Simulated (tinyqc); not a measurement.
Convergence with the mesh: density of states of one tight-binding band of a chain.

E(k) = -2 t cos(2 pi k) - 2 t2 cos(4 pi k); k in fractions of the reciprocal vectors, mesh k_i = j/N with j = 0 .. N-1. Densities are per cell and per spin, so the band holds one state.

Each interval of the mesh is a segment with E linear in k: n = (E - e1)/(e2 - e1), g = 1/(e2 - e1) between its end values.

Gaussian broadening: g(E) = mean over the mesh of exp(-(E - E_k)^2/(2 sigma^2))/(sigma sqrt(2 pi)), n(E) = mean of erfc((E_k - E)/(sigma sqrt 2))/2.

Inputs chosen for the exercise:
- t = 1.55 eV (nearest hopping)
- t2 = -0.23 eV (second hopping)
- E = -1.21 eV (energy at which the density is wanted)
- sigma = 0.31 eV (Gaussian width)

At the energy E; the plain count is the share of mesh points below E; the reference is the linear method with N = 4000.

Results:

| N | points | g linear | n linear | g Gaussian | n Gaussian | n plain count |
|---|---|---|---|---|---|---|
| 8 | 8 | 0.1443 | 0.3917 | 0.0194 | 0.3768 | 0.3750 |
| 16 | 16 | 0.1189 | 0.4108 | 0.1099 | 0.4177 | 0.4375 |
| 32 | 32 | 0.1297 | 0.4141 | 0.1298 | 0.4131 | 0.4062 |
| 64 | 64 | 0.1237 | 0.4152 | 0.1295 | 0.4131 | 0.4219 |
| 128 | 128 | 0.1266 | 0.4154 | 0.1295 | 0.4131 | 0.4141 |
| 256 | 256 | 0.1251 | 0.4155 | 0.1295 | 0.4131 | 0.4180 |

reference n and g: 0.4155  0.1261

What does the comparison show?

The linear n(E) stays within 0.002 of the reference from N = 32 on. The Gaussian g stays within 1 % of its last value from N = 32 on; it tends to the broadened curve, not the true one. At the last mesh it lies +0.003 1/eV from the reference g and the linear g -0.001. The plain count errs by +0.0025 at the last mesh.

Run: tinyqc, `OMP_NUM_THREADS=1 python tinyqc.py 1652524 1652525 out.jsonl`; Intel(R) Xeon(R) Processor @ 2.30GHz, one thread, shared host; about 0.01 s of CPU time with all checks.
